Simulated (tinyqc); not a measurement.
# Scattering rates of a carrier in a spherical band by Fermi's golden rule, step by step

A worked calculation. Computed by tinyqc, a small Python program that keeps every step. Command: `OMP_NUM_THREADS=1 python tinyqc.py 3015913 3015914 out.jsonl scatter walk`. One thread of a shared host (Intel(R) Xeon(R) Processor @ 2.30GHz), about 0.01 s of CPU time with the checks. Intermediate numbers are printed to about 6 digits and carried at full precision; extremes and crossings named in words are read from the listed rows.

All processes here are isotropic or elastic, and the rate listed is the momentum relaxation rate.

Inputs (values chosen for the exercise, modelled on holes in silicon):
```
quantity                                            value       unit
density-of-states mass of one valley m              0.502        m_0
non-parabolicity alpha                               0.29       1/eV
static permittivity eps_s                            11.7          -
density rho                                          2329     kg/m^3
sound velocity v_l                                   9220        m/s
acoustic deformation potential D_A                    5.1         eV
phonon energy hbar w                                 64.8        meV
optical or intervalley deformation potential D_o      8.3  1e8 eV/cm
final valleys Z_f                                       1          -
ionised impurity density N_I                      9.7e+17     1/cm^3
temperature T                                         250          K
carrier energy E                                       12        meV
alloy fraction x                                     0.16          -
alloy potential U                                    0.88         eV
lattice constant a                                    5.5   angstrom
```

Crystal: non-polar. Band: Kane. Impurity formula: Brooks-Herring. Further scattering: alloy.

Constants: m_0 = 9.1093837015e-31 kg; e = 1.602176634e-19 C; hbar = 1.054571817e-34 J s; k_B = 8.617333262e-05 eV/K; eps_0 = 8.8541878128e-12 F/m; k_B = 1.380649e-23 J/K; hbar = 6.582119569e-16 eV s.

## The band at energy E

Kane band: hbar^2 k^2/(2 m) = E (1 + alpha E), speed v = hbar k/(m (1 + 2 alpha E)), states per spin, volume and energy g(E) = m k (1 + 2 alpha E)/(2 pi^2 hbar^2); overlap factors are set to 1. Masses are multiplied by m_0 and all formulas are in SI units.

wave number k = 0.398323 1/nm

speed v = 91223.5 m/s

g(E) = 1.33865e+20 1/(eV cm^3)

Non-parabolicity raises g(E) by a factor 1.009 and changes the speed by a factor 0.995 against a parabolic band at the same E.

## Phonon occupation and screening length

Phonon occupation N_q = 1/(exp(hbar w/(k_B T)) - 1). Debye screening by free carriers of density N_I: L_s = sqrt(eps_s eps_0 k_B T/(e^2 N_I)).

N_q = 0.0519625

screening length L_s = 3.78951 nm

Above the threshold emission is favoured over absorption by (N_q + 1)/N_q = exp(hbar w/k_B T) = 20.2, apart from the density of final states.

## Acoustic phonons

Acoustic deformation potential (elastic, equipartition, absorption and emission together): 1/tau = 2 pi k_B T D_A^2 g(E)/(hbar rho v_l^2).

acoustic rate = 5.79449e+11 1/s

## Optical or intervalley phonons

Optical or intervalley deformation potential: 1/tau = (pi Z_f D_o^2/(rho w)) [N_q g(E + hbar w) + (N_q + 1) g(E - hbar w)], with g = 0 below the band edge.

absorption rate = 2.78631e+11 1/s

emission rate = 0 1/s

E lies below hbar w, so emission is forbidden.

## Ionised impurities

Singly charged impurities, momentum relaxation: 1/tau = N_I e^4 m (1 + 2 alpha E) Phi/(8 pi (eps_s eps_0)^2 hbar^3 k^3), with alpha = 0 for a parabolic band. Brooks-Herring: Phi = ln(1 + b) - b/(1 + b), b = 4 k^2 L_s^2.

b = 9.11373

ionised-impurity rate = 2.07992e+13 1/s

Caution: k times the effective Bohr radius is below 1, so the Born approximation behind the Brooks-Herring rate is rough.

## All rates at E

Alloy disorder: 1/tau = (2 pi/hbar) Omega x (1 - x) U^2 g(E), Omega = a^3/4 (other conventions for Omega rescale U). Rates add: 1/tau_m is the sum, and the mean free path is v tau_m.

Momentum relaxation rates:
```
process              rate (1/s)  share (%)
acoustic            5.79449e+11    2.13118
optical absorption  2.78631e+11    1.02479
optical emission              0          0
ionised impurity    2.07992e+13    76.4980
alloy               5.53191e+12    20.3460
```

momentum relaxation time tau_m = 36.7794 fs

mean free path = 3.35514 nm

The largest rate is ionised impurity (76 %), then alloy (20 %). Caution: hbar/tau is more than half the carrier energy, so the golden rule and a sharp energy lose their meaning.

## Rates against energy

The formulas are those given above.

Momentum relaxation rates (1e12/s) and the total time:
```
E (meV)  acoustic  optical absorption  optical emission  ionised impurity    alloy  tau_m (fs)
6.5       0.42477             0.26744            0.0000           34.9997   4.0553     25.1590
16.0      0.67102             0.28659            0.0000           15.8211   6.4061     43.1317
32.0      0.95990             0.31718            0.0000            7.7156   9.1640     55.0761
58.0      1.31633             0.36368            0.0000            3.9634  12.5668     54.9142
71.0      1.46973             0.38584            1.5244            3.1354  14.0313     48.6696
97.0      1.74920             0.42859            3.5394            2.1707  16.6993     40.6716
140.0     2.16406             0.49611            5.5755            1.3977  20.6600     33.0105
230.0     2.94392             0.63062            8.7873            0.7631  28.1052     24.2542
390.0     4.23661             0.86323           13.6658            0.3976  40.4463     16.7758
650.0     6.34670             1.25103           21.3578            0.2106  60.5910     11.1412
```

The largest rate is ionised impurity from 6.50 to 16.0, alloy from 32.0 to 650 meV. Crossing hbar w = 64.8 meV opens emission: tau_m goes from 54.9 to 48.7 fs between the two rows around it. The impurity rate goes between the last rows as E^-1.24; the acoustic rate follows g(E) and grows by a factor 14.9 over the table (10.0 for a parabolic band). At 6.5, 16 meV hbar/tau exceeds E/2, so the golden rule loses its meaning there.

Checks made by the program: Brooks-Herring rate against the angular integral of the screened Coulomb matrix element (relative difference below 1e-10).
